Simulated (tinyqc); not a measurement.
Worked calculation: G0W0 on RHF in the sto-3g basis, for H3+, spin multiplicity 1. Computed by tinyqc, a small Python program that keeps every step (integrals from PySCF). Settings: charge = 1, multiplicity = 1, basis = sto-3g, method = RHF, energy threshold = 1e-10, iteration cap = 75, orthogonalisation = symmetric, start = core, DIIS depth = 6. Command: `OMP_NUM_THREADS=1 python tinyqc.py 22313 22314 out.jsonl` (the two numbers bound the seeds that draw the settings). One thread of a shared host (Intel(R) Xeon(R) Processor @ 2.60GHz), about 0.04 s of CPU time with the checks. The early iterations of the SCF are left out here.

## One-electron integrals

Geometry (angstrom):
```
atom         x         y          z
H     0.000000  0.000000   0.000000
H     0.000000  0.000000   0.949000
H     0.000000  0.000000  -0.949000
```

Basis sto-3g: exponents (1/bohr^2) and contraction coefficients of normalised primitives:
```
element  l (shell)  exponent  coefficient
H            s (1)  3.425251     0.154329
H            s (1)  0.623914     0.535328
H            s (1)  0.168855     0.444635
```

Overlap, kinetic and nuclear-attraction integrals over the contracted functions; the nuclear repulsion is the sum of Za Zb / Rab.

nuclear repulsion = 1.39403902 hartree

overlap S:
```
          1H 1s     2H 1s     3H 1s
1H 1s  1.000000  0.527015  0.527015
2H 1s  0.527015  1.000000  0.140618
3H 1s  0.527015  0.140618  1.000000
```

kinetic energy T (hartree):
```
          1H 1s      2H 1s      3H 1s
1H 1s  0.760032   0.131334   0.131334
2H 1s  0.131334   0.760032  -0.008526
3H 1s  0.131334  -0.008526   0.760032
```

nuclear attraction V (hartree):
```
           1H 1s      2H 1s      3H 1s
1H 1s  -2.299973  -1.062130  -1.062130
2H 1s  -1.062130  -2.041924  -0.262491
3H 1s  -1.062130  -0.262491  -2.041924
```

core Hamiltonian H = T + V (hartree):
```
           1H 1s      2H 1s      3H 1s
1H 1s  -1.539941  -0.930795  -0.930795
2H 1s  -0.930795  -1.281892  -0.271017
3H 1s  -0.930795  -0.271017  -1.281892
```

## Two-electron integrals

Functions are numbered as in S; the eight-fold symmetry (ij|kl) = (ji|kl) = (kl|ij) leaves the list below.

Two-electron integrals (ij|kl) in chemists' order, unique and non-zero (hartree):
```
(11|11) 0.774606   (21|11) 0.333509   (21|21) 0.180182   (22|11) 0.494966
(22|21) 0.333509   (22|22) 0.774606   (31|11) 0.333509   (31|21) 0.133871
(31|22) 0.192552   (31|31) 0.180182   (32|11) 0.084504   (32|21) 0.040224
(32|22) 0.067655   (32|31) 0.040224   (32|32) 0.010372   (33|11) 0.494966
(33|21) 0.192552   (33|22) 0.277437   (33|31) 0.333509   (33|32) 0.067655
(33|33) 0.774606
```

## Orthogonalisation

S = U s U^T; symmetric (Loewdin) form X = U s^(-1/2) U^T, so that X^T S X = 1.

eigenvalues of S: 0.321688  0.859382  1.818929

X:
```
           1H 1s      2H 1s      3H 1s
1H 1s   1.300271  -0.359613  -0.359613
2H 1s  -0.359613   1.141517   0.062802
3H 1s  -0.359613   0.062802   1.141517
```

## Iteration 8 (converged): orbitals

converged F (hartree):
```
           1H 1s      2H 1s      3H 1s
1H 1s  -0.831842  -0.680391  -0.680391
2H 1s  -0.680391  -0.583656  -0.299334
3H 1s  -0.680391  -0.299334  -0.583656
```

Diagonalise F' = X^T F X, C = X C', fill 1 alpha and 1 beta electrons from the bottom; D = 2 C_occ C_occ^T. Each column has its largest component positive (the first on a tie).

F' = X^T F X (hartree):
```
           1          2          3
1  -0.362190  -0.470053  -0.470053
2  -0.470053  -0.323995   0.006849
3  -0.470053   0.006849  -0.323995
```

orbital energies (hartree): MO1 -1.004804, MO2 -0.330845, MO3 0.325469

coefficients C:
```
            MO1        MO2        MO3
1H 1s  0.581395   0.000000   1.269381
2H 1s  0.333323   0.762767  -0.862212
3H 1s  0.333323  -0.762767  -0.862212
```

D after iteration 8:
```
          1H 1s     2H 1s     3H 1s
1H 1s  0.676040  0.387584  0.387584
2H 1s  0.387584  0.222208  0.222208
3H 1s  0.387584  0.222208  0.222208
```

## Convergence

Stop when the energy changes by less than 1e-10 hartree and every element of the error matrix X^T (F D S - S D F) X is below 3e-06.

Course of the cycle:
```
iteration  E (hartree)     change  largest element of the error matrix
1          -1.16997755          -                             1.76e-01
2          -1.19732418  -2.73e-02                             2.54e-02
3          -1.19788847  -5.64e-04                             6.53e-05
4          -1.19788847  -3.08e-09                             2.72e-05
5          -1.19788848  -3.89e-10                             1.72e-05
6          -1.19788848  -1.20e-10                             1.25e-05
7          -1.19788848  -5.22e-11                             9.87e-06
8          -1.19788848  -8.52e-11                             6.72e-09
```

PySCF RHF in the same basis = -1.19788848 hartree

Converged in 8 iterations.

## Integrals over molecular orbitals

(pq|rs) = sum C_ip C_jq C_kr C_ls (ij|kl), one index at a time.

one-electron integrals over orbitals h = C^T H C (hartree):
```
           1          2          3
1  -1.587123   0.000000  -0.098372
2   0.000000  -1.176280   0.000000
3  -0.098372   0.000000  -0.715314
```

Two-electron integrals over orbitals (pq|rs), unique and non-zero (hartree):
```
(11|11) 0.582319    (21|21) 0.146063    (22|11) 0.495750    (22|22) 0.543078
(31|11) 0.098372    (31|22) -0.032930   (31|31) 0.133572    (32|21) -0.139315
(32|32) 0.157876    (33|11) 0.587177    (33|22) 0.526703    (33|31) 0.084778
(33|33) 0.629016
```

## Screening: direct RPA

With D = e_a - e_i and K = (ia|jb): diagonalise D^(1/2) (D + 4K) D^(1/2) = Z w^2 Z^T; X + Y = D^(1/2) Z w^(-1/2), each column of Z with its largest component positive (the first on a tie); E_c = (sum w - tr (D + 2K)) / 2.

D^(1/2) (D + 4K) D^(1/2) (hartree^2):
```
          1>2       1>3
1>2  0.847985  0.000000
1>3  0.000000  2.480373
```

excitation energies w (hartree): 0.920861  1.574920

X + Y:
```
            1         2
1>2  0.855500  0.000000
1>3  0.000000  0.919054
```

RPA correlation energy = -0.03386078 hartree

## G0W0 on Hartree-Fock: HOMO

W(p,q,m) = sqrt2 sum_ia (pq|ia) (X+Y)_ia,m; Sigma_c(x) = sum_(i,m) W^2/(x - e_i + w_m) + sum_(a,m) W^2/(x - e_a - w_m); solve x = e_p + Sigma_c(x) by Newton steps; Z = 1/(1 - dSigma/dx); 1 hartree = 27.211386 eV.

The 12 largest terms at x = e_p (hartree; W for the signs of X + Y given):
```
q  m         W       term
2  1  0.176716  -0.019581
1  2  0.127858   0.010380
3  2  0.173608  -0.010374
```

Newton steps (hartree):
```
step          x  Sigma_c(x)         Z
0     -1.004804   -0.019576  0.978053
1     -1.023950   -0.019148  0.978218
2     -1.023952   -0.019148  0.978218
```

quasiparticle energy of the HOMO = -27.863153 eV

Hartree-Fock value = -27.342119 eV

## G0W0 on Hartree-Fock: LUMO

As before.

The 12 largest terms at x = e_p (hartree; W for the signs of X + Y given):
```
q  m          W       term
1  1   0.176716   0.019581
3  1  -0.168551  -0.018013
2  2  -0.042800  -0.001163
```

Newton steps (hartree):
```
step          x  Sigma_c(x)         Z
0     -0.330845    0.000405  0.976145
1     -0.330449    0.000395  0.976145
```

quasiparticle energy of the LUMO = -8.991977 eV

Hartree-Fock value = -9.002738 eV
